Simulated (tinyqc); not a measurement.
Alloy A(1-x)B(x) by interpolation with bowing, step by step. Values are carried at full precision from step to step, so a last printed digit may differ when a step is redone from the rounded ones.

Each gap follows E(x) = (1 - x) E_A + x E_B - C x (1 - x); the lattice constant follows Vegard, a(x) = (1 - x) a_A + x a_B.

Constants: hc = 1239.841984 eV nm; kB = 8.617333262e-05 eV/K.

Values chosen for the exercise (A near Si, B near Ge; shifted at random, so the results belong to these values and not to a real crystal):
- a = (5.426, 5.655) angstrom (lattice constant of A, B)
- x = 0.42 (fraction of B)
- Eg = (4.173, 0.901) eV (gap at Gamma to the s-like level of A, B)
- EgX = (1.185, 0.919) eV (gap to the lowest valley along Gamma-X of A, B)
- EgL = (2.085, 0.752) eV (gap to L of A, B)
- C = (0.203, 0.224, 0) eV (bowing of the Gamma, X and L gaps)
- Dso = (0.044, 0.289) eV (spin-orbit splitting of A, B)
- Ep = (21.5, 26.6) eV (Kane energy of A, B)
- me = (0.2008, 0.0376) m0 (electron mass at Gamma of A, B)
- Cs = 0 eV (bowing of Dso)
- md = (0.1229, 0.97, 0.67) m0 (density-of-states masses of Gamma, all X and all L valleys)
- T = 300 K (temperature)

## Gaps and lattice constant at x

Also give the wavelength hc/E of the lowest gap.

a(x) = 5.5222 angstrom

linear parts (eV): Gamma 2.7988, X 1.0733, L 1.5251

bowing terms C x (1 - x) (eV): Gamma 0.0495, X 0.0546, L 0.0000

gaps (eV): Gamma 2.7493, X 1.0187, L 1.5251

wavelength of the lowest gap = 1217.1 nm

The lowest valley is X, so the gap is indirect; the next, L, lies 506 meV higher.

## Where the valleys cross

The difference of two gaps is a quadratic q2 x^2 + q1 x + q0 with q2 = C_i - C_j, q1 = (E_B - E_A - C)_i - (E_B - E_A - C)_j, q0 = E_A,i - E_A,j; give its roots between 0 and 1 (a dash: none).

Crossings:

| pair | q2 | q1 | q0 | first root | second root |
|---|---|---|---|---|---|
| Gamma-X | -0.021 | -2.985 | 2.988 | 0.9941 | - |
| Gamma-L | 0.203 | -2.142 | 2.088 | - | - |
| X-L | 0.224 | 0.843 | -0.900 | 0.8676 | - |

The lowest valley changes at x = 0.868 (X to L, gap 0.928 eV). The other crossings lie above the lowest valley.

## Electron mass of the alloy

Mass at Gamma from the Kane formula 1/m = F + Ep (Eg + 2 Dso/3)/(Eg (Eg + Dso)). F is fixed by the masses of A and B and interpolated linearly, as is Ep; Eg and Dso carry their bowing.

Compare with the linear interpolation of the masses.

F of A, B: -0.1542  -0.5371

Ep, Eg, Dso at x (eV): 23.6420  2.7493  0.1469

m(x) from the Kane formula = 0.1229 m0
m(x) linear = 0.1323 m0

The Kane value lies 7.1 % below the linear one. The Gamma valley is not the lowest at this x.

## Shares of the electrons in the valleys

Non-degenerate: n_i proportional to md_i^(3/2) exp(-E_i/kT).

md^(3/2): Gamma 0.0431, X 0.9553, L 0.5484

(E - E_min)/kT: Gamma 66.94, X 0.00, L 19.59

shares: Gamma 0.000, X 1.000, L 0.000

X holds most electrons (100.0 %).

## Checks

- The Gamma and X gaps at their crossing x = 0.9941 (eV): both 0.9193.
- The X and L gaps at their crossing x = 0.8676 (eV): both 0.9285.

Run: tinyqc, `OMP_NUM_THREADS=1 python tinyqc.py 1051551 1051552 out.jsonl`; Intel(R) Xeon(R) Processor @ 2.30GHz, one thread, shared host; about 0.01 s of CPU time with all checks.
